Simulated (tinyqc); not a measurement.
Inside a calculation. Model: thermoelectric coefficients of a parabolic band, Landauer integrals.

Numbers from tinyqc (`OMP_NUM_THREADS=1 python tinyqc.py 2800012 2800013 out.jsonl`; about 0.1 s on one thread of a shared Intel Xeon 2.30GHz). Printed values are rounded.

Bulk parabolic band, x = (E - Ec)/kB T, C = hbar^2/(2 m0), kB T in eV. Modes per area gv m kB T x/(4 pi C) times the back-scattering length l0 x^rr give the transport function s0 X(x), s0 = (2 q^2/h) gv m kB T l0/(4 pi C), X = x^(1 + rr). I_k = int X (x - eta)^k w dx, w = 1/(4 cosh^2((x - eta)/2)).

Parameters, values chosen for the exercise:
```
symbol  value     unit                             meaning
T         200        K                         temperature
m        0.52       m0                  mass of one valley
gv          6                                      valleys
l0       0.42       nm     back-scattering length at x = 1
rr          2               energy exponent of that length
kL        8.1  W/(m K)        lattice thermal conductivity
eta       2.1           reduced Fermi level (EF - Ec)/kB T
xa          0                        lower end of the grid
xe         12                        upper end of the grid
nE         17                           points of the grid
```

Constants: q = 1.602176634e-19 C, kB = 1.380649e-23 J/K, hbar = 1.054571817e-34 J s, h = 6.62607015e-34 J s, m0 = 9.1093837015e-31 kg, Vt = kB T/q, hbar^2/(2 m0) = 0.0380998212 eV nm^2. Results are converted to the units shown.

Range of the model: Parabolic bands, elastic scattering and a fixed kL make these model figures, not those of a material.

## The three integrals on a coarse grid

Simpson's rule on nE equally spaced points from xa to xe.

```
point         x          X            w         X w
0       0.00000          0   0.09719470           0
1       0.75000  0.4218750    0.1634878  0.06897140
2       1.50000      3.375    0.2287842   0.7721468
3       2.25000   11.39062    0.2485990    2.831698
4       3.00000         27    0.2055003    5.548508
5       3.75000   52.73438    0.1351529    7.127201
6       4.50000   91.12500   0.07625500    6.948737
7       5.25000   144.7031   0.03940279    5.701706
8       6.00000        216   0.01944667    4.200480
9       6.75000   307.5469  0.009381343    2.885203
10      7.50000   421.8750  0.004476057    1.888336
11      8.25000   561.5156  0.002124407    1.192888
12      9.00000        729  0.001005757   0.7331970
13      9.75000   926.8594  4.755912e-4   0.4408062
14     10.50000   1157.625  2.247662e-4   0.2601950
15     11.25000   1423.828  1.061972e-4   0.1512066
16     12.00000       1728  5.016965e-5  0.08669315
```

I_0, I_1, I_2 on this grid: 30.59715  83.29009  332.7609

Converged values are 30.711, 84.545 and 346.93; the grid is 0.37 % below the first and 4.1 % below the last.

## Coefficients of the electrons

converged I_0, I_1, I_2: 30.71105  84.54540  346.9333

sigma = s0 I_0, S = -(kB/q) I_1/I_0, Lorenz number L = (kB/q)^2 [I_2/I_0 - (I_1/I_0)^2], kappa_e = L sigma T.

s0 = 36.54843 S/cm
sigma = 1122.441 S/cm
S = -237.2292 uV/K
L = 2.760975 x 1e-8 V^2/K^2
kappa_e = 0.6198062 W/(m K)

L is 13 % above the Sommerfeld value (pi^2/3)(kB/q)^2 = 2.443e-8 V^2/K^2. The Mott formula -(pi^2/3)(kB/q)(1 + rr)/eta gives -405 uV/K, 71 % above S in size.

## Power factor and figure of merit

Power factor S^2 sigma, ZT = S^2 sigma T/(kappa_e + kL).

power factor = 6.316839 mW/(m K^2)
ZT = 0.1448848
electronic share of kappa = 7.108027 %
